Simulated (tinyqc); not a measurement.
# Gated two-dimensional channel with two bands, quantum capacitance, step by step

tinyqc, about 0.01 s, one thread, Intel Xeon 2.30GHz (shared host): `OMP_NUM_THREADS=1 python tinyqc.py 2200053 2200054 out.jsonl` Printed values are rounded.

phi is the Fermi level above the lowest band edge, in volts; Vg is counted from the gate voltage at which an empty channel would have phi = 0. The channel has no thickness; trap charge is -q Dit phi.

Values chosen for this exercise; lowest band close to that of monolayer WS2: temperature T = 300 K; relative permittivity of the gate insulator (close to zirconium oxide) eox = 25.1; insulator thickness tox = 18 nm; in-plane mass md = 0.305 m0; valley degeneracy gv = 2; in-plane mass of a second band, chosen freely m2 = 0.46 m0; valley degeneracy of that band, chosen freely g2 = 6; second band edge above the first E2 = 0.33 eV; density of traps Dit = 4.4e12 cm^-2 eV^-1; gate voltage Vg = 0.53 V.

Constants: q = 1.602176634e-19 C, kB = 1.380649e-23 J/K, hbar = 1.054571817e-34 J s, m0 = 9.1093837015e-31 kg, Vt = kB T/q, eps0 = 8.8541878128e-14 F/cm where lengths are in cm. Results are converted to the units shown.

## Gate capacitance

Cox = eps0 eox/tox.

Cox = 1.23467 uF/cm^2

## Starting value

phi = 0.01 V.

phi at the start = 0.01 V

## Iteration 1: new phi

D1 = gv md m0 q/(pi hbar^2), D2 = g2 m2 m0 q/(pi hbar^2) per eV; n1 = D1 Vt ln(1 + exp(phi/Vt)), n2 = D2 Vt ln(1 + exp((phi - E2)/Vt)), n = n1 + n2; Cq = q dn/dphi = q [D1/(1 + exp(-phi/Vt)) + D2/(1 + exp((E2 - phi)/Vt))]. Newton: f = phi + q (n + Dit phi)/Cox - Vg, phi(new) = phi - f/(1 + (Cq + q Dit)/Cox).

n1 = 5.96264e12 cm^-2
n2 = 1.25469e8 cm^-2
Cq = 24.3134 uF/cm^2
f = 0.259473 V
phi after iteration 1 = -0.00220293 V

## Iteration 2: new phi

As before.

n1 = 4.29142e12 cm^-2
n2 = 7.82594e7 cm^-2
Cq = 19.5443 uF/cm^2
f = 0.0234291 V
phi after iteration 2 = -0.00354938 V

## Iteration 3: new phi

As before.

n1 = 4.12940e12 cm^-2
n2 = 7.42877e7 cm^-2
Cq = 19.0144 uF/cm^2
f = 2.89101e-4 V
phi after iteration 3 = -0.00356642 V

## Course of the iteration

Stop when the step is below 1e-10 V, or after 40 iterations.

Course of the iteration:
```
iteration  phi before the step (V)  step (V)
1                             0.01   -0.0122
2                      -0.00220293  -1.35e-3
3                      -0.00354938  -1.70e-5
4                      -0.00356642  -2.72e-9
5                      -0.00356642   < 1e-14
```

Converged in 5 iterations.

## Charge and capacitances at the solution

converged phi = -0.00356642 V

D1 = gv md m0 q/(pi hbar^2), D2 = g2 m2 m0 q/(pi hbar^2) per eV; n1 = D1 Vt ln(1 + exp(phi/Vt)), n2 = D2 Vt ln(1 + exp((phi - E2)/Vt)), n = n1 + n2; Cq = q dn/dphi = q [D1/(1 + exp(-phi/Vt)) + D2/(1 + exp((E2 - phi)/Vt))]. 1/C_G = 1/Cox + 1/(Cq + q Dit); dphi/dVg = Cox/(Cox + Cq + q Dit).

n = 4.12745e12 cm^-2
Cq = 19.0077 uF/cm^2
C_G = 1.16189 uF/cm^2
dphi/dVg = 0.0589416

C_G is 94.1 % of Cox.
